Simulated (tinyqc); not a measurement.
From results back to parameters: exchange-split free-electron bands and tunnelling magnetoresistance. Five cases, with inputs chosen for the exercise.

Problem. The electron density n_up + n_dn and the polarisation of the density of states, P = (k_up - k_dn)/(k_up + k_dn), are given; EF and Dx are hidden.

Majority and minority bands E = c k^2/m -/+ Dx/2, c = hbar^2/2m0, so k_up = sqrt(m (EF + Dx/2)/c), k_dn = sqrt(m (EF - Dx/2)/c); n_s = k_s^3/(6 pi^2), D_s = m k_s/(4 pi^2 c).

Constants: hbar^2/2m0 = 3.80998211 eV angstrom^2.

Find: k_up, k_dn; EF; Dx.

Method. k_dn/k_up = (1 - P)/(1 + P); n then fixes k_up; EF is the mean and Dx the difference of the two kinetic energies.

Case 1.

Values chosen: m = 1.35 m0 (mass in the electrodes).
n = 0.0210019 1/angstrom^3
P = 0.136141

Solution.

k_up, k_dn (1/angstrom): 0.9524  0.7242

EF = 2.02 eV
Dx = 1.08 eV

Case 2.

Values chosen: m = 1.12 m0 (mass in the electrodes).
n = 0.0653126 1/angstrom^3
P = 0.376615

Solution.

k_up, k_dn (1/angstrom): 1.5239  0.6901

EF = 4.76 eV
Dx = 6.28 eV

Case 3.

Values chosen: m = 1.15 m0 (mass in the electrodes).
n = 0.0660782 1/angstrom^3
P = 0.216424

Solution.

k_up, k_dn (1/angstrom): 1.4562  0.9380

EF = 4.97 eV
Dx = 4.11 eV

Case 4.

Values chosen: m = 1.28 m0 (mass in the electrodes).
n = 0.0962783 1/angstrom^3
P = 0.355651

Solution.

k_up, k_dn (1/angstrom): 1.7267  0.8207

EF = 5.44 eV
Dx = 6.87 eV

Case 5.

Values chosen: m = 1.02 m0 (mass in the electrodes).
n = 0.0191494 1/angstrom^3
P = 0.406223

Solution.

k_up, k_dn (1/angstrom): 1.0179  0.4298

EF = 2.28 eV
Dx = 3.18 eV

Computed by tinyqc, one run a case: `OMP_NUM_THREADS=1 python tinyqc.py N N+1 out.jsonl` with N = 1651924, 1651993, 1652022, 1652041, 1652045; one thread of a shared Intel(R) Xeon(R) Processor @ 2.30GHz, about 0.01 s a run at most.
